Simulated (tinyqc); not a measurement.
Inside a calculation. Model: hole mobility in a silicon inversion layer, empirical terms and Matthiessen rule.

Numbers from tinyqc (`OMP_NUM_THREADS=1 python tinyqc.py 2510047 2510048 out.jsonl`; about 0.01 s on one thread of a shared Intel Xeon 2.30GHz). Printed values are rounded.

Inversion layer of sheet density Ns on a uniformly doped body. The mobility terms are empirical power laws with prefactors chosen for the exercise; adding their inverses (Matthiessen) is itself an approximation.

Inputs (values chosen for the exercise); material values close to those of silicon: temperature T = 293 K; band gap Eg = 1.13 eV; relative permittivity of the semiconductor eps_r = 11.9; conduction-band density of states at T Nc = 2.75e19 cm^-3; valence-band density of states at T Nv = 2.51e19 cm^-3; body doping Nb = 1.8e17 cm^-3; reverse body bias Vsb = 0.6 V; weight of the inversion charge in the effective field eta = 0.3333; gate capacitance Cox = 2.18 uF/cm^2; phonon-limited mobility at 1 MV/cm and 300 K Ap = 123 cm^2/(V s); roughness-limited mobility at 1 MV/cm As = 571 cm^2/(V s); exponent of the roughness term gs = 1.3; Coulomb prefactor Ac = 2100 cm^2/(V s); charge at the interface Nit = 1.1e12 cm^-2; inversion density Ns = 8.5e12 cm^-2; ratio W/L WL = 20; drain voltage Vd = 0.01 V; measured linear current I = 30.8 uA.

Constants: q = 1.602176634e-19 C, kB = 1.380649e-23 J/K, Vt = kB T/q, eps0 = 8.8541878128e-14 F/cm where lengths are in cm. Results are converted to the units shown.

## Depletion charge and effective field

ni = sqrt(Nc Nv) exp(-Eg/(2 Vt)), Eg in volts; Ndep = sqrt(2 eps0 eps_r Nb (2 Vt ln(Nb/ni) + Vsb)/q); E = q (Ndep + eta Ns)/(eps0 eps_r), in MV/cm.

ni = 5.02527e9 cm^-3
Ndep = 1.87082e12 cm^-2
E = 0.715271 MV/cm

The depletion charge gives 39.8 % of the field.

## Mobility terms and their sum

With t = T/(300 K): muC = Ac (Ns/1e12 cm^-2) t/(Nb/1e17 cm^-3 + Nit/1e11 cm^-2), muP = Ap E^(-1/3) t^(-1.75), muS = As E^(-gs); 1/mu is the sum of the inverses.

terms (cm^2/(V s)): Coulomb 1361.99, phonon 143.337, roughness 882.723
mu = 113.076 cm^2/(V s)
shares of 1/mu (%): Coulomb 8.30223, phonon 78.8879, roughness 12.8099

The phonon term limits most.

## Iteration 1: inversion density for the measured current

Ns at the start = 6e12 cm^-2

I = (W/L) q Ns mu Vd. E = q (Ndep + eta Ns)/(eps0 eps_r) in MV/cm. With t = T/(300 K): muC = Ac (Ns/1e12 cm^-2) t/(Nb/1e17 cm^-3 + Nit/1e11 cm^-2), muP = Ap E^(-1/3) t^(-1.75), muS = As E^(-gs); 1/mu is the sum of the inverses. Ns(new) = I/((W/L) q mu Vd).

E = 0.588567 MV/cm
mu = 118.246 cm^2/(V s)
Ns after iteration 1 = 8.12874e12 cm^-2

## Iteration 2: inversion density for the measured current

As before.

E = 0.696455 MV/cm
mu = 113.936 cm^2/(V s)
Ns after iteration 2 = 8.43625e12 cm^-2

## Course of the iteration: inversion density for the measured current

Stop when Ns changes by less than 1e5 cm^-2, or after 120 iterations.

Course of the iteration:
```
iteration	Ns (cm^-2)	|change| (cm^-2)
1	8.12874e12	2.13e12
2	8.43625e12	3.08e11
3	8.48927e12	5.30e10
4	8.49855e12	9.28e9
5	8.50018e12	1.63e9
6	8.50047e12	2.86e8
7	8.50052e12	5.03e7
8	8.50052e12	8.84e6
9	8.50053e12	1.55e6
10	8.50053e12	2.73e5
11	8.50053e12	4.79e4
```

Converged in 11 iterations. At the end each change is about 0.18 times the one before: linear convergence.

## Split C-V extraction

```
point	Vg (V)	Cgc (uF/cm^2)	I (uA)
0	0.2	0.00112171	2.96844e-7
1	0.3	0.0204532	9.92142e-5
2	0.4	0.323481	0.0271230
3	0.5	1.66164	1.43155
4	0.6	2.14365	6.50627
5	0.7	2.17799	12.2991
6	0.8	2.17989	17.7228
7	0.9	2.17999	22.6883
8	1	2.18000	27.2351
9	1.1	2.18000	31.4164
10	1.2	2.18000	35.2802
11	1.3	2.18000	38.8669
12	1.4	2.18	42.2100
```

Q(Vg) is the trapezoid sum of Cgc from the first point (where Q is taken as 0); mu_eff = I/((W/L) Q Vd); mu_FE = (dI/dVg)/((W/L) Cox Vd) with a backward difference. Listed from point 4 on.

```
point	Q (uC/cm^2)	mu_eff (cm^2/(V s))	mu_FE (cm^2/(V s))
4	0.307796	105.691	116.393
5	0.523878	117.385	132.862
6	0.741772	119.463	124.399
7	0.959766	118.197	113.887
8	1.17777	115.622	104.285
9	1.39577	112.542	95.9005
10	1.61377	109.310	88.6184
11	1.83177	106.091	82.2641
12	2.04977	102.963	76.6782
```

At the last point mu_FE is 26 % below mu_eff: where the mobility falls with gate voltage the slope of I understates it.
